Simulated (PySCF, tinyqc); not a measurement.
Starting guesses with DIIS over 6 matrices: SCF starting guesses in the sto-3g basis, for BeH2, spin multiplicity 1. Computed by the program tinyqc with PySCF. RHF with one setting changed at a time; a run stops when the energy changes by less than 1e-09 hartree and the error matrix is below 1e-5. Starts: the lowest orbitals of the core Hamiltonian, of the Wolfsberg-Helmholz matrix (K = 1.75), projected atomic densities, random orbitals, and the highest orbitals of the core Hamiltonian (a deliberately bad start).

Geometry (angstrom):
```
atom       x        y       z
Be    0.0000   0.0000  0.0000
H     0.0000   1.8390  0.0000
H     0.0000  -1.9000  0.0000
```

lowest restricted solution found by these runs and by PySCF = -15.406542 hartree

Largest element of the error matrix X^T (FDS - SDF) X:
```
iteration     core  Wolfsberg-Helmholz  atomic densities   random  highest core orbitals
1          4.6e-01             2.5e-01           1.7e-01  3.6e+00                8.7e-02
2          7.7e-02             3.1e-02           1.1e-01  3.3e-01                2.7e-01
3          7.4e-03             8.9e-03           2.4e-02  4.7e-02                2.8e-01
4          1.6e-03             1.2e-03           1.6e-03  1.5e-02                2.7e-01
5          1.4e-04             1.1e-05           8.9e-06  4.8e-03                2.3e-01
6          5.3e-06             2.3e-06           1.8e-06  9.2e-04                2.8e-01
8                -                   -                 -  5.0e-06                3.4e-01
10               -                   -                 -        -                2.2e-01
14               -                   -                 -        -                7.7e-02
```

How each run ends:
```
run                    iterations  E (hartree)         state
core                            7    -15.40654  lowest found
Wolfsberg-Helmholz              6    -15.40654  lowest found
atomic densities                6    -15.40654  lowest found
random                          9    -15.40654  lowest found
highest core orbitals          18    -15.40654  lowest found
```

What does the comparison show, and why?

5 of 5 runs reach the lowest restricted solution found, in 6 to 18 iterations (fastest: Wolfsberg-Helmholz, atomic densities). The first errors are 5e-01, 2e-01, 2e-01, 4e+00, 9e-02; the deliberately bad start has the smallest one, so a small first error does not mark a good start. The restricted reference is unstable here: a spin-polarised solution lies 0.0001 hartree lower (PySCF), so results built on it describe a poor reference.
